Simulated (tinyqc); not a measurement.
## MOS inversion layer, Poisson-Schroedinger loop: effect of the sheet density of depletion charge

Electrons confined at an insulator interface at z = 0, treated as a hard wall; parabolic valleys, Hartree approximation, no image or exchange terms. The depletion charge lies far deeper than the electrons and gives a uniform field q Nd/(eps0 eps_r); the gate balances all charge. Energies are counted from the band edge at the interface.

Schroedinger equation -(C/mz) psi'' + (V0 + U + dE for set B) psi = E psi, C = hbar^2/(2 m0), psi(0) = 0, on a uniform mesh of 800 nodes with a far wall at 43 nm, 8 levels a set; V0 = q Nd z/(eps0 eps_r); dU/dz = q (Ns - integral of n from 0 to z)/(eps0 eps_r), U(0) = 0; N_k = g md m0 q Vt/(pi hbar^2) ln(1 + exp((EF - E_k)/Vt)), g the number of valleys of the set, sum N_k = Ns. Triangular well: E_k = a_k (C F^2/mz)^(1/3), a_1 = 2.338107, a_2 = 4.087949, C = hbar^2/(2 m0), F in eV/nm. Fang-Howard (all electrons in the lowest level of set A): b^3 = 6 (mz1/C) q (Nd + 11 Ns/32)/(eps0 eps_r), centroid 3/b, level C b^2/(4 mz1) + (3/b) q (Nd + 11 Ns/16)/(eps0 eps_r). The centroid adds 3.9 z_av/eps_r to an oxide-equivalent thickness.

Inputs (values chosen for the exercise); masses and permittivity close to those of silicon (100): temperature T = 77 K; relative permittivity eps_r = 11.6; mass along z of valley set A (2 valley(s)) mz1 = 0.923 m0; in-plane density-of-states mass of set A md1 = 0.189 m0; mass along z of valley set B (4 valley(s)) mz2 = 0.187 m0; in-plane density-of-states mass of set B md2 = 0.41 m0; sheet density of electrons Ns = 1.2e12 cm^-2; extra shift of set B (strain) dE = 0 eV.

Constants: q = 1.602176634e-19 C, kB = 1.380649e-23 J/K, hbar = 1.054571817e-34 J s, m0 = 9.1093837015e-31 kg, Vt = kB T/q, eps0 = 8.8541878128e-14 F/cm where lengths are in cm, hbar^2/(2 m0) = 0.0380998212 eV nm^2. Results are converted to the units shown.

Result of one run:
```
A1 (meV)	B1 (meV)	EF (meV)	share of A1 (%)	share of set A (%)	centroid z_av (nm)	added oxide equivalent (nm)	Fang-Howard centroid (nm)
76.3	116	81.1	97.7	98.1	1.97	0.663	2.06
```

Which sheet density of depletion charge Nd gave this result: 1e11, 3.1e11, 9.4e11 or 1.6e12 cm^-2?

Nd = 9.4e11 cm^-2.

The whole series:
```
Nd (cm^-2)	A1 (meV)	B1 (meV)	EF (meV)	share of A1 (%)	share of set A (%)	centroid z_av (nm)	added oxide equivalent (nm)	Fang-Howard centroid (nm)
1e11	53.2	74.2	54.9	72.5	78.4	3.51	1.18	2.85
1.7e11	55.2	77.5	57.4	76.7	81.5	3.15	1.06	2.73
3.1e11	59.0	84.5	62.2	83.8	86.9	2.72	0.914	2.54
5.3e11	65.1	95.7	69.2	91.5	93.0	2.33	0.784	2.33
9.4e11	76.3	116	81.1	97.7	98.1	1.97	0.663	2.06
1.6e12	93.2	147	98.2	99.7	99.7	1.70	0.572	1.81
2.9e12	123	199	128	100	100	1.44	0.485	1.53
5e12	165	272	170	100	100	1.22	0.412	1.30
```

As Nd goes from 1e11 to 5e12, A1 rises from 53.2 to 165 meV, the share of A1 rises from 72.5 to 100 % and the centroid falls from 3.51 to 1.22 nm. A1 goes as Nd^(0.54) between the last two rows (a triangular well in the field of that charge alone gives 2/3). EF lies more than 2 meV above A1 for Nd = 1.7e11, 3.1e11, 5.3e11, 9.4e11, 1.6e12, 2.9e12, 5e12. The Fang-Howard centroid is 19 % below the full one in the first row, where A1 holds 72.5 %, and 6.2 % above it in the last, where A1 holds 100 %.

tinyqc, about 0.9 s, one thread, Intel Xeon 2.30GHz (shared host): `OMP_NUM_THREADS=1 python tinyqc.py 2160114 2160115 out.jsonl`
